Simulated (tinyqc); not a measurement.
# Pull-up strength from the switching point

Problem. Transistor (EKV form, voltages against the body): I = 2 n b Vt^2 [F(vp - Vs) - F(vp - Vd)] from drain to source, F(v) = ln^2(1 + exp(v/(2 Vt))), vp = (Vg - VT + sg |Vd - Vs|)/n. n-channel bodies are at 0; for the p-channel device all voltages are counted down from Vdd. b in uA/V^2 gives I in uA. In an inverter In(Vg = Vd = VM) equals Ip at the switching point VM. Find bp and the current there.

Values chosen for this exercise: temperature T = 273 K; supply voltage Vdd = 0.8 V; slope factor n = 1.3; drain-induced barrier lowering sg = 0.032; n-channel threshold VTn = 0.35 V; p-channel threshold (magnitude) VTp = 0.37 V; gain factor of the pull-down transistor bn = 360 uA/V^2.

Constants: q = 1.602176634e-19 C, kB = 1.380649e-23 J/K, Vt = kB T/q. Results are converted to the units shown.

VM = 0.390310081 V

Solution. Ip is proportional to bp, so bp is In(VM) over the p-channel current for unit b.

bp = 360 uA/V^2
current at VM = 0.765 uA

Computed by the program tinyqc: `OMP_NUM_THREADS=1 python tinyqc.py 2340041 2340042 out.jsonl`, one thread of a shared Intel Xeon 2.30GHz, about 0.03 s for the whole run.
